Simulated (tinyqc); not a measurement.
Electron mobility in a silicon inversion layer, empirical terms and Matthiessen rule: two steps of the calculation.

Inversion layer of sheet density Ns on a uniformly doped body, under a high-permittivity gate with an interlayer. The mobility terms are empirical power laws with prefactors chosen for the exercise; adding their inverses (Matthiessen) is itself an approximation.

Values chosen for this exercise; material values close to those of silicon:
- T = 400 K (temperature)
- Eg = 1.14 eV (band gap)
- eps_r = 11.5 (relative permittivity of the semiconductor)
- Nc = 4.37e19 cm^-3 (conduction-band density of states at T)
- Nv = 4.05e19 cm^-3 (valence-band density of states at T)
- Nb = 8e17 cm^-3 (body doping)
- Vsb = 0.3 V (reverse body bias)
- eta = 0.5 (weight of the inversion charge in the effective field)
- Ap = 477 cm^2/(V s) (phonon-limited mobility at 1 MV/cm and 300 K)
- As = 698 cm^2/(V s) (roughness-limited mobility at 1 MV/cm)
- gs = 2 (exponent of the roughness term)
- Ac = 2800 cm^2/(V s) (Coulomb prefactor)
- Nit = 9.8e10 cm^-2 (charge at the interface)
- Ar = 240 cm^2/(V s) (remote-phonon mobility without interlayer)
- ti = 1.4 nm (interlayer thickness)
- lr = 0.7 nm (decay length of remote phonons)
- Ns = 5.6e11 cm^-2 (inversion density)
- WL = 1 (ratio W/L)
- Vd = 0.02 V (drain voltage)
- I = 0.23 uA (measured linear current)

Constants: q = 1.602176634e-19 C, kB = 1.380649e-23 J/K, Vt = kB T/q, eps0 = 8.8541878128e-14 F/cm where lengths are in cm. Results are converted to the units shown.

Problem 1. Depletion charge and effective field. ni = sqrt(Nc Nv) exp(-Eg/(2 Vt)), Eg in volts; Ndep = sqrt(2 eps0 eps_r Nb (2 Vt ln(Nb/ni) + Vsb)/q); E = q (Ndep + eta Ns)/(eps0 eps_r), in MV/cm.

Find: ni; Ndep; E.

Solution 1.

ni = 2.7688e12 cm^-3
Ndep = 3.4445e12 cm^-2
E = 0.58605 MV/cm

The depletion charge gives 92.5 % of the field.

Problem 2. Inversion density for the measured current. I = (W/L) q Ns mu Vd. E = q (Ndep + eta Ns)/(eps0 eps_r) in MV/cm. With t = T/(300 K): muC = Ac (Ns/1e12 cm^-2) t/(Nb/1e17 cm^-3 + Nit/1e11 cm^-2), muP = Ap E^(-1/3) t^(-1.75), muS = As E^(-gs), muR = Ar exp(2 ti/lr)/t; 1/mu is the sum of the inverses. Ns(new) = I/((W/L) q mu Vd).

Ns after iteration 1 = 8.6231410e11 cm^-2
Ndep = 3.4445491e12 cm^-2

Give: E; mu; Ns after iteration 2.

Solution 2.

E = 0.60984 MV/cm
mu = 157.10 cm^2/(V s)
Ns after iteration 2 = 4.5688e11 cm^-2

Numbers from tinyqc (`OMP_NUM_THREADS=1 python tinyqc.py 2510090 2510091 out.jsonl`; about 0.01 s on one thread of a shared Intel Xeon 2.30GHz).
